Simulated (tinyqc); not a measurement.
# Signal and retention of a DRAM cell, step by step

Numbers from tinyqc (`OMP_NUM_THREADS=1 python tinyqc.py 2130160 2130161 out.jsonl`; about 0.01 s on one thread of a shared Intel Xeon 2.30GHz). Printed values are rounded.

A stored one starts at Vd and leaks: Cs dV/dt = -I(V), I = a sqrt((V + Vb)/(Vd + Vb)) + b, with a = Ig exp[-(Eg1 q/kB)(1/T - 1/T0)] (generation in a depletion layer) and b = Is exp[-(Es q/kB)(1/T - 1/T0)]. The bit line is precharged to Vd/2, and charge sharing gives the signal (V - Vd/2) Cs/(Cs + Cb).

Inputs (values chosen for the exercise): array voltage Vd = 1.3 V; cell capacitance Cs = 19 fF; bit-line capacitance Cb = 68 fF; smallest signal that the sense amplifier resolves dm = 67 mV; built-in plus back-bias voltage of the storage junction Vb = 1.62 V; junction leakage at V = Vd and T0 Ig = 0.65 fA; voltage-independent leakage at T0 Is = 0.064 fA; activation energy of Is Es = 0.29 eV; reference temperature T0 = 358 K; temperature T = 358 K; deviation of ln(retention time) over the cells sg = 0.59; cells Nc = 1.72e10; refresh interval tr = 32 ms; activation energy of Ig Eg1 = 0.64 eV.

Constants: q = 1.602176634e-19 C, kB = 1.380649e-23 J/K. Results are converted to the units shown.

Range of the model: Real arrays also hold a tail of unusually leaky cells and cells whose retention varies in time, which this model lacks.

## Signal and margin

The cell fails below Vc = Vd/2 + dm (Cs + Cb)/Cs.

transfer ratio = 0.218391
signal of a fresh one = 141.954 mV
Vc = 0.956789 V
charge that may be lost = 6.521 fC
the same in electrons = 40700.9

## Retention time

With s = sqrt((Vc + Vb)/(Vd + Vb)), the time from Vd to Vc is t = [2 Cs (Vd + Vb)/a] [1 - s - (b/a) ln((a + b)/(a s + b))].

a = 0.65 fA
b = 0.064 fA
retention time = 9.39189 s
estimate with the current held at a + b = 9.13305 s

The constant-current estimate is 2.8 % below the true time, since the junction leaks less as V falls.

## Failing cells

This time is the median of a log-normal spread: failing cells = Nc erfc(z/sqrt 2)/2, z = ln(t/tr)/sg. One failure is expected at the interval where that count equals 1.

z = 9.63028
failing cells = 5.12266e-12
interval for one failure = 209.679 ms

The weakest cell of the array lies about 6.44 deviations out, a factor of 44.8 below the median; the chosen interval is shorter than that time.
